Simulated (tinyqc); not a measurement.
# Holstein polaron on two sites, step by step

A worked calculation. Computed by tinyqc, a small Python program that keeps every step. Command: `OMP_NUM_THREADS=1 python tinyqc.py 3008014 3008015 out.jsonl holstein walk`. One thread of a shared host (Intel(R) Xeon(R) Processor @ 2.30GHz), about 0.01 s of CPU time with the checks. Intermediate numbers are printed to about 5 digits and carried at full precision; extremes and crossings named in words are read from the listed rows.

One electron on sites 1 and 2: H = -t (c1+ c2 + c2+ c1) + hbar omega sum_i b_i+ b_i - g hbar omega sum_i n_i (b_i + b_i+). The symmetric phonon shifts the energy by -g^2 hbar omega/2 and drops out; with b = (b_1 - b_2)/sqrt(2) there remains H = -t sigma_x + hbar omega b+ b - (g hbar omega/sqrt(2)) sigma_z (b + b+). Parity splits it into blocks p = +1 and -1 over phonon numbers n. Zero-point energies are left out. Weights Z refer to mode b alone; the displaced symmetric mode multiplies the full zero-phonon weight by exp(-g^2/2).

Inputs (values chosen for the exercise, for a model dimer):

| quantity | value | unit |
|---|---|---|
| hopping t | 100 | meV |
| phonon energy hbar omega | 42.1 | meV |
| coupling g | 2.28 | - |
| phonon levels kept N | 6 | - |

## Energy scales

Polaron binding energy E_p = g^2 hbar omega; ratio E_p/t (the adiabatic potential has two wells when it exceeds 1); adiabaticity hbar omega/t.

E_p = 218.85 meV

E_p/t = 2.1885

hbar omega/t = 0.421

## The even block in a small basis

Block p: H_nn = n hbar omega - p t (-1)^n - g^2 hbar omega/2, H_(n,n+1) = -(g hbar omega/sqrt(2)) sqrt(n + 1). Take p = +1 and n = 0..N-1.

H, even block (meV):
```
         1       2        3        4        5        6
1  -209.43  -67.87     0.00     0.00     0.00     0.00
2   -67.87   32.67   -95.99     0.00     0.00     0.00
3     0.00  -95.99  -125.23  -117.56     0.00     0.00
4     0.00    0.00  -117.56   116.87  -135.75     0.00
5     0.00    0.00     0.00  -135.75   -41.03  -151.77
6     0.00    0.00     0.00     0.00  -151.77   201.07
```

## Levels in the small basis

Diagonalise H; the eigenvector has its largest component positive; Z is the weight of n = 0.

levels (meV): -244.93  -209.66  -135.32  76.14  184.72  303.99

lowest eigenvector: 0.67187  0.35149  0.54146  0.26436  0.23569  0.08020

Z in the small basis = 0.45141

## Converged results

Use 60 levels in both blocks; Z = c_0^2 is the weight of n = 0 in the ground state c; the splitting is the lowest odd level less the lowest even one, which without coupling is the smaller of 2t and hbar omega; <sigma_x> = sum (-1)^n c_n^2 measures the kinetic energy.

ground-state energy = -246.44 meV

weight Z of n = 0 in mode b = 0.38489

mean phonon number in b = 1.4988

splitting = 3.3466 meV

splitting/(2t) = 0.016733

<sigma_x> = 0.56277

The small basis misses the ground-state energy by 1.51 meV. The splitting has collapsed while <sigma_x> stays much larger: the electron still makes virtual hops, but drags its distortion only slowly.

## Approximations to the ground state

Second order: E = -t - E_p/2 - (E_p/2) hbar omega/(hbar omega + 2t). Lang-Firsov: E = -E_p - t exp(-g^2). Variable displacement: E(x) = -E_p/2 - t exp(-g^2 x^2) - (E_p/2)(2x - x^2), minimised over 0 <= x <= 1. Adiabatic, classical lattice: E = -E_p/2 - t for E_p < t, else -E_p - t^2/(2 E_p); it leaves out the change of zero-point energy.

Ground-state energy (meV):

| method | E | E - exact |
|---|---|---|
| second order in g | -228.46 | 17.986 |
| Lang-Firsov | -219.41 | 27.036 |
| variable displacement | -230.07 | 16.368 |
| adiabatic, classical | -241.70 | 4.742 |

best displacement x = 0.20894

Closest here is adiabatic, classical (+4.74 meV), furthest Lang-Firsov (+27.04 meV), at hbar omega/t = 0.42 and E_p/t = 2.19. Lang-Firsov and variable displacement are variational and lie above the exact value. Slow phonons favour the adiabatic picture.

Checks made by the program: 60 against 80 levels (relative difference below 1e-10); Hellmann-Feynman: dE/dt = -<sigma_x> (relative difference below 1e-10).
